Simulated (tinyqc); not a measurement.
Band folding and unfolding in a supercell of a chain: one step. Folded levels and Fourier components. Two cases, with inputs chosen for the exercise.

Question. List k_m and E0; V_q = (1/n) sum_j v_j exp(-2 pi i q j/n) couples k_m to k_(m+q).

A chain with hopping -t and n = 4 sites a supercell. H(K) has v_j on the diagonal, -t between neighbours and -t exp(2 pi i K) on the bond that closes the cell (from the last site to the first of the next cell). The point K holds the n wave vectors k_m = (K + m)/n of the primitive zone, in 2 pi/a, m = 0 to n - 1, with E0 = -2t cos(2 pi k_m). The unfolding weight of a state c on k_m is |sum_j c_j exp(-2 pi i k_m j)|^2/n, j = 0 to n - 1.

Give: Folded band; V_0, V_1, ....

Case 1.

Values chosen: t = 0.69 eV (hopping); v = (0.97, 0, 0, 0) eV (site energies in the supercell); Kq = 0.2 2 pi/(n a) (wave vector in the small zone).

Answer.

Folded band:
```
m  k_m (2 pi/a)  E0 (eV)
0        0.0500  -1.3125
1        0.3000   0.4264
2        0.5500   1.3125
3        0.8000  -0.4264
```

V_0, V_1, ... (eV): [0.2425, 0.2425, 0.2425]

Case 2.

Values chosen: t = 1.75 eV (hopping); v = (0.88, 0, 0, 0) eV (site energies in the supercell); Kq = 0.36 2 pi/(n a) (wave vector in the small zone).

Answer.

Folded band:
```
m  k_m (2 pi/a)  E0 (eV)
0        0.0900  -2.9551
1        0.3400   1.8754
2        0.5900   2.9551
3        0.8400  -1.8754
```

V_0, V_1, ... (eV): [0.2200, 0.2200, 0.2200]

Computed by tinyqc, one run a case: `OMP_NUM_THREADS=1 python tinyqc.py N N+1 out.jsonl` with N = 1451556, 1452185; one thread of a shared Intel(R) Xeon(R) Processor @ 2.30GHz, about 0.01 s a run at most.
